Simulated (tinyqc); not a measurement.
Inside a calculation: eight-band Kane k.p model. Values are carried at full precision from step to step, so a last printed digit may differ when a step is redone from the rounded ones.

Constants: hbar^2/2m0 = 3.80998211 eV angstrom^2.

Parameters, chosen for this exercise (near those of CdTe; shifted at random, so the results belong to these values and not to a real crystal):
```
symbol  value              unit        meaning
Eg      1.609              eV          gap at Gamma to the s-like level
Dso     0.902              eV          spin-orbit splitting
Ep      18.7               eV          Kane energy
me      0.0958             m0          electron mass at Gamma
g1      5.29                           Luttinger gamma1
g2      1.7                            gamma2
g3      2                              gamma3
k       (0.001, 0.013, 0)  1/angstrom  wave vector
kmax    0.05               1/angstrom  end of the path
```

## Derived values

P = sqrt(Ep c); A = 1/me - Ep (Eg + 2 Dso/3)/(Eg (Eg + Dso)) keeps the electron mass; g1' = g1 - Ep/(3 Eg), g2' = g2 - Ep/(6 Eg), g3' = g3 - Ep/(6 Eg) remove the coupling to S that the Luttinger values already hold; L = -c (g1' + 4 g2'), M = -c (g1' - 2 g2'), N = -6 c g3'. c = hbar^2/2m0.

P = 8.4408 eV angstrom
A = 0.2079

g1', g2', g3': [1.4160, -0.2370, 0.0630]

L, M, N (eV angstrom^2): [-1.7826, -7.2009, -1.4397]

The coupling to the valence bands supplies 10.23, against 1/me = 10.44; A makes up the difference. A > 0 and L, M < 0: every diagonal term bends away from the gap.

## The Hamiltonian at one k

Eight-band Kane model, basis S, X, Y, Z times spin, zero of energy at the top of the unstrained valence band, c = hbar^2/2m0. Within each spin: H_SS = Eg + A c k^2, H_SX = i P kx (likewise Y, Z), H_XX = -Dso/3 + L kx^2 + M (ky^2 + kz^2), H_XY = N kx ky, and cyclic. Spin-orbit term (Dso/3) L.sigma on X, Y, Z with (L_k)_ij = -i epsilon_kij: <X+|H|Y+> = -i Dso/3, <X+|H|Z-> = Dso/3, <Y+|H|Z-> = -i Dso/3, <Z+|H|X-> = -Dso/3, <Z+|H|Y-> = i Dso/3, <X-|H|Y-> = i Dso/3, and their conjugates; + and - are the spin along z. Terms from inversion asymmetry are left out, so every level is twofold.

Fill in the matrix.

H(k) (eV), rows S+, X+, Y+, Z+, S-, X-, Y-, Z- and columns alike:
```
[[1.6091, 0.0084i, 0.1097i, 0, 0, 0, 0, 0],
 [-0.0084i, -0.3019, -0.3007i, 0, 0, 0, 0, 0.3007],
 [-0.1097i, 0.3007i, -0.3010, 0, 0, 0, 0, -0.3007i],
 [0, 0, 0, -0.3019, 0, -0.3007, 0.3007i, 0],
 [0, 0, 0, 0, 1.6091, 0.0084i, 0.1097i, 0],
 [0, 0, 0, -0.3007, -0.0084i, -0.3019, 0.3007i, 0],
 [0, 0, 0, -0.3007i, -0.1097i, -0.3007i, -0.3010, 0],
 [0, 0.3007, 0.3007i, 0, 0, 0, 0, -0.3019]]
```

## Levels and orbital character

Diagonalise H; the levels come in pairs. The weights are summed over spin and averaged over each pair.

levels, each twofold (eV): [-0.9045, -0.0056, -0.0012, 1.6157]

weights, rows S, X, Y, Z; columns pair 1, pair 2, pair 3, pair 4:
```
[[0.001, 0.003, 0.000, 0.996],
 [0.332, 0.171, 0.497, 0.000],
 [0.335, 0.657, 0.004, 0.004],
 [0.332, 0.168, 0.499, 0.000]]
```

The conduction pair has 0.4 % valence character at this k; the valence pair with most S character is pair 2 (0.3 %).

## Bands along [110] and [111]

The same diagonalisation at six points |k| = 0, kmax/5, ..., kmax along each direction.

Levels (eV):
```
direction  |k| (1/angstrom)   pair 1   pair 2   pair 3  pair 4
[110]                 0.000  -0.9020   0.0000   0.0000  1.6090
[110]                 0.010  -0.9035  -0.0035  -0.0005  1.6130
[110]                 0.020  -0.9080  -0.0138  -0.0022  1.6248
[110]                 0.030  -0.9155  -0.0305  -0.0049  1.6440
[110]                 0.040  -0.9261  -0.0531  -0.0087  1.6703
[110]                 0.050  -0.9400  -0.0808  -0.0136  1.7029
[111]                 0.000  -0.9020   0.0000   0.0000  1.6090
[111]                 0.010  -0.9035  -0.0035  -0.0005  1.6130
[111]                 0.020  -0.9080  -0.0140  -0.0020  1.6247
[111]                 0.030  -0.9155  -0.0309  -0.0044  1.6440
[111]                 0.040  -0.9262  -0.0538  -0.0079  1.6702
[111]                 0.050  -0.9401  -0.0818  -0.0123  1.7027
```

At kmax the conduction band lies 0.1 meV and the top valence band 1.3 meV apart between the two directions. k.p holds near Gamma; the zone edge lies near 1 1/angstrom.

## Masses at Gamma

m*/m0 = c h^2/(E(h) - E(0)) with |k| = h = 0.0001 1/angstrom; negative values are hole-like.

Masses (m0):
```
direction  pair 1  pair 2  pair 3  pair 4
[110]      -0.257  -0.109  -0.699   0.096
[111]      -0.257  -0.108  -0.775   0.096
```

Without strain the limits are known: me for pair 4, -1/(g1 -/+ 2 g2) for the heavy and light holes along [100], -1/(g1 -/+ 2 g3) along [111], and -1/(g1 - Ep Dso/(3 Eg (Eg + Dso))) = -0.257 for the split-off band.

## Checks

- Electron mass of the unstrained model by finite differences against the input me: both 0.09580.
- Heavy-hole mass along [100] against 1/(g1 - 2 g2): both 0.5291.
- Light-hole mass along [100] against 1/(g1 + 2 g2): both 0.1151.

Run: tinyqc, `OMP_NUM_THREADS=1 python tinyqc.py 1080538 1080539 out.jsonl`; Intel(R) Xeon(R) Processor @ 2.30GHz, one thread, shared host; about 0.01 s of CPU time with all checks.
